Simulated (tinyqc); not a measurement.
Smearing for a one-band metal on the fcc lattice, step by step. Values are carried at full precision from step to step, so a last printed digit may differ when a step is redone from the rounded ones.

Lattice vectors (units of a): a1 = (0, 1/2, 1/2), a2 = (1/2, 0, 1/2), a3 = (1/2, 1/2, 0). E(k) = -t A_1(k) - t2 A_2(k), A_m the sum of cos(k . R) over the 12 nearest and 6 second lattice vectors. Mesh k = sum (j_i/N) b_i, j_i = 0 .. N-1.

Values chosen for the exercise: t = 0.41 eV (nearest hopping); t2 = 0.06 eV (second hopping); N = 6 (unshifted mesh); ne = 0.74 (electrons per cell); sigma = 0.041 eV (width).

## Levels on the mesh

Evaluate the band and collect equal energies with their counts.

Distinct levels:
```
E_k (eV)  points
-5.2800        1
-3.8700        8
-3.4600        6
-2.0500       12
-1.2300       24
-1.0500        8
-0.1800        6
0.1800        24
0.3600         4
0.4100        24
0.5900        24
1.0500        24
1.2300        36
1.2800         3
1.4600        12
```

15 distinct levels; the mean spacing is 0.481 eV.

## Fermi level with Fermi-Dirac smearing

With x = (E_k - mu)/sigma: Fermi-Dirac f = 1/(1 + exp(x)), s = -f ln f - (1 - f) ln(1 - f). With weights w = points/N^d (d the dimension), mu solves 2 sum w f = ne; E = 2 sum w f E_k, S = 2 sum w s, F = E - sigma S.

Weights w = points/total. Bisection from the lowest and highest level; ten steps are shown.

Bisection:
```
step  low (eV)  high (eV)  mu (eV)  electrons
1      -5.2800     1.4600  -1.9100     0.2465
2      -1.9100     1.4600  -0.2250     0.5602
3      -0.2250     1.4600   0.6175     1.2289
4      -0.2250     0.6175   0.1963     0.7366
5       0.1963     0.6175   0.4069     0.9607
6       0.1963     0.4069   0.3016     0.8353
7       0.1963     0.3016   0.2489     0.7958
8       0.1963     0.2489   0.2226     0.7695
9       0.1963     0.2226   0.2094     0.7538
10      0.1963     0.2094   0.2028     0.7453
```

## Occupations and energies

Converge mu, then list x, f and s of each level and form the sums.

mu = 0.1988 eV

x, f and s of each level:
```
E_k (eV)        x       f       s
-5.2800   -133.63  1.0000  0.0000
-3.8700    -99.24  1.0000  0.0000
-3.4600    -89.24  1.0000  0.0000
-2.0500    -54.85  1.0000  0.0000
-1.2300    -34.85  1.0000  0.0000
-1.0500    -30.46  1.0000  0.0000
-0.1800     -9.24  0.9999  0.0010
0.1800      -0.46  0.6127  0.6675
0.3600       3.93  0.0192  0.0950
0.4100       5.15  0.0058  0.0354
0.5900       9.54  0.0001  0.0008
1.0500      20.76  0.0000  0.0000
1.2300      25.15  0.0000  0.0000
1.2800      26.37  0.0000  0.0000
1.4600      30.76  0.0000  0.0000
```

E = -1.0914 eV
S = 0.1600
F = -1.0979 eV
(E + F)/2 = -1.0946 eV

Levels with f between 0.001 and 0.999: 3. (E + F)/2 removes the term in sigma^2 for this scheme. That argument needs a smooth density of states, and the number of distinct levels within 2 sigma of mu is only 1, so it may fail on this mesh.

## Checks

- The slope dF/d sigma by finite differences against -S: both -0.15996.
- The slope dF/d ne by finite differences against mu (eV): both 0.19880.

Run: tinyqc, `OMP_NUM_THREADS=1 python tinyqc.py 1650220 1650221 out.jsonl`; Intel(R) Xeon(R) Processor @ 2.30GHz, one thread, shared host; about 0.3 s of CPU time with all checks.
